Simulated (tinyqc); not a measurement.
Permittivity of the insulator from five potentials.

Problem. A node lies on a semiconductor-insulator interface. Steps: hs = tb/2 down into the semiconductor, ho = tox/2 up into the insulator, hy = L/5 sideways. The flux balance of its box reads eox (hy/ho)(above - node) + eps_r (hy/hs)(below - node) + [(eps_r hs + eox ho)/(2 hy)](left + right - 2 node) - q Na (hs/2) hy/eps0 = 0. Find eox.

Parameters, values chosen for the exercise; semiconductor permittivity close to that of gallium nitride:
```
symbol,value,unit,meaning
eps_r,9.57,,relative permittivity of the semiconductor
tb,8,nm,half the body thickness
tox,3.8,nm,insulator thickness
L,26,nm,channel length
Na,0,cm^-3,acceptor density of the depleted body
```

Constants: q = 1.602176634e-19 C, eps0 = 8.8541878128e-14 F/cm where lengths are in cm. Results are converted to the units shown.

psi (V): node -0.043065210, above -0.077658189, below 0.080753579, left 0.054541114, right -0.040471392

Solution. The balance is linear in eox.

eox = 25.00

Numbers from tinyqc (`OMP_NUM_THREADS=1 python tinyqc.py 2480008 2480009 out.jsonl`; about 0.09 s on one thread of a shared Intel Xeon 2.30GHz).
